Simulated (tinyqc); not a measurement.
# Threshold-voltage variability of a planar MOSFET, analytic estimates: what changes with what

Three independent sources add in quadrature: random dopants in the depleted layer, metal-gate grains of two orientations, and roughness of the two gate edges acting through the roll-off VT = VT(long) - Vr exp(-L/l). These are first-order estimates: no three-dimensional electrostatics, no percolation.

Values chosen for this exercise; material values close to those of germanium:
- T = 250 K (temperature)
- Eg = 0.648 eV (band gap)
- eps_r = 15.8 (relative permittivity of the semiconductor)
- Nc = 7.91e18 cm^-3 (conduction-band density of states at T)
- Nv = 4.61e18 cm^-3 (valence-band density of states at T)
- Na = 1.7e18 cm^-3 (channel doping)
- ti = 1.1 nm (oxide-equivalent thickness in inversion)
- L = 20 nm (gate length)
- W = 85 nm (gate width)
- G = 4 nm (metal grain size)
- dW = 0.3 eV (work-function difference of the two grain orientations)
- p = 0.6 (share of the orientation of higher work function)
- De = 1.7 nm (rms roughness of one gate edge)
- La = 10 nm (correlation length of the roughness)
- l = 5.4 nm (decay length of the threshold roll-off)
- Vr = 2.3 V (prefactor of the roll-off)

Constants: q = 1.602176634e-19 C, kB = 1.380649e-23 J/K, Vt = kB T/q, eps0 = 8.8541878128e-14 F/cm where lengths are in cm. Results are converted to the units shown.

Each table varies one quantity; the others keep the values above.

## Effect of the gate width

ni = sqrt(Nc Nv) exp(-Eg/(2 Vt)), Eg in volts; Cox = 3.9 eps0/ti; Wd = sqrt(4 eps0 eps_r Vt ln(Na/ni)/(q Na)); dopants: s1 = (q/Cox) sqrt(Na Wd/(3 L W)). Grains: Ng = L W/G^2 (at least 1), s2 = dW sqrt(p (1 - p)/Ng). Edges, with exponential correlation and u = W/La: the mean gate length has sL^2 = 2 De^2 (2/u)[1 - (1 - exp(-u))/u]; s3 = sL (Vr/l) exp(-L/l). s = sqrt(s1^2 + s2^2 + s3^2). l and Vr are held fixed.

Results:

| W (nm) | s1 (mV) | s2 (mV) | s3 (mV) | s (mV) | s sqrt(L W) (mV um) |
|---|---|---|---|---|---|
| 28 | 25.51 | 24.84 | 17.38 | 39.62 | 0.9376 |
| 75 | 15.59 | 15.18 | 12.13 | 24.91 | 0.9647 |
| 120 | 12.32 | 12.00 | 9.859 | 19.83 | 0.9712 |
| 200 | 9.545 | 9.295 | 7.774 | 15.43 | 0.9756 |
| 320 | 7.546 | 7.348 | 6.206 | 12.23 | 0.9780 |
| 520 | 5.920 | 5.765 | 4.899 | 9.606 | 0.9796 |
| 850 | 4.630 | 4.509 | 3.846 | 7.521 | 0.9806 |

Estimate the missing row, W = 46 nm.

Computed row:

| W (nm) | s1 (mV) | s2 (mV) | s3 (mV) | s (mV) | s sqrt(L W) (mV um) |
|---|---|---|---|---|---|
| 46 | 19.90 | 19.38 | 14.73 | 31.45 | 0.9538 |

With this row back in the table: As W goes from 28 to 850 nm, s falls from 39.6 to 7.52 mV. The dopants are the largest source in the first and the last row. The product s sqrt(L W) rises from 0.938 to 0.981 mV um: s1 and s2 go as 1/sqrt(L W), so the change comes from s3 alone. In every row the depletion depth exceeds L, so source and drain share much of the charge and s1 is rough.

## Effect of the gate length

Same model as above.

l and Vr are held fixed.

Results:

| L (nm) | s1 (mV) | s2 (mV) | s3 (mV) | s (mV) | s sqrt(L W) (mV um) |
|---|---|---|---|---|---|
| 12 | 18.90 | 18.41 | 50.56 | 57.03 | 1.821 |
| 14 | 17.50 | 17.04 | 34.91 | 42.61 | 1.470 |
| 17 | 15.88 | 15.47 | 20.03 | 29.88 | 1.136 |
| 21 | 14.29 | 13.91 | 9.550 | 22.11 | 0.9343 |
| 25 | 13.10 | 12.75 | 4.553 | 18.84 | 0.8684 |
| 37 | 10.76 | 10.48 | 0.4934 | 15.03 | 0.8431 |
| 44 | 9.871 | 9.613 | 0.1350 | 13.78 | 0.8427 |

Estimate the missing row, L = 30 nm.

Computed row:

| L (nm) | s1 (mV) | s2 (mV) | s3 (mV) | s (mV) | s sqrt(L W) (mV um) |
|---|---|---|---|---|---|
| 30 | 11.95 | 11.64 | 1.804 | 16.78 | 0.8475 |

With this row back in the table: As L goes from 12 to 44 nm, s falls from 57.0 to 13.8 mV. The largest source is the edges in the first row and the dopants in the last. The product s sqrt(L W) falls from 1.82 to 0.843 mV um: s1 and s2 go as 1/sqrt(L W), so the change comes from s3 alone. For L = 12 to 21 nm the depletion depth exceeds L, so source and drain share much of the charge and s1 is rough.

## Scaling length and width together

Same model as above.

l and Vr are held fixed. W = 4.25 L in every row; l is held fixed.

Scaling length and width together:

| L (nm) | s1 (mV) | s2 (mV) | s3 (mV) | s (mV) | s sqrt(L W) (mV um) |
|---|---|---|---|---|---|
| 13 | 22.53 | 21.94 | 50.23 | 59.26 | 1.588 |
| 16 | 18.30 | 17.82 | 26.50 | 36.81 | 1.214 |
| 20 | 14.64 | 14.26 | 11.49 | 23.45 | 0.9667 |
| 24 | 12.20 | 11.88 | 5.057 | 17.77 | 0.8790 |
| 29 | 10.10 | 9.833 | 1.840 | 14.21 | 0.8498 |
| 36 | 8.134 | 7.921 | 0.4555 | 11.36 | 0.8433 |
| 44 | 6.655 | 6.481 | 0.09425 | 9.290 | 0.8427 |

Read the table: what changes, and by how much?

As L goes from 13 to 44 nm, s falls from 59.3 to 9.29 mV. The largest source is the edges in the first row and the dopants in the last. The product s sqrt(L W) falls from 1.59 to 0.843 mV um: s1 and s2 go as 1/sqrt(L W), so the change comes from s3 alone. For L = 13 to 24 nm the depletion depth exceeds L, so source and drain share much of the charge and s1 is rough.

## Effect of the channel doping

Same model as above.

l and Vr are held fixed.

The same in every row: s2 (mV) = 14.258; s3 (mV) = 11.493.

Effect of the channel doping:

| Na (cm^-3) | s1 (mV) | s (mV) | s sqrt(L W) (mV um) |
|---|---|---|---|
| 1.5e17 | 7.6022 | 19.829 | 0.81756 |
| 2.6e17 | 8.8267 | 20.330 | 0.83821 |
| 4.7e17 | 10.360 | 21.041 | 0.86753 |
| 8.2e17 | 12.037 | 21.915 | 0.90358 |
| 1.5e18 | 14.158 | 23.148 | 0.95442 |
| 2.6e18 | 16.406 | 24.588 | 1.0138 |
| 4.5e18 | 18.997 | 26.387 | 1.0880 |
| 8e18 | 22.147 | 28.738 | 1.1849 |

As Na goes from 1.5e17 to 8e18 cm^-3, s rises from 19.8 to 28.7 mV. The largest source is the grains in the first row and the dopants in the last. s1 goes on average as Na^(0.27), near the 1/4 expected from Na Wd. For Na = 1.5e17 to 2.6e18 cm^-3 the depletion depth exceeds L, so source and drain share much of the charge and s1 is rough.

Program tinyqc, `OMP_NUM_THREADS=1 python tinyqc.py 2090081 2090082 out.jsonl`; Intel Xeon 2.30GHz, shared host, one thread, about 0.01 s.
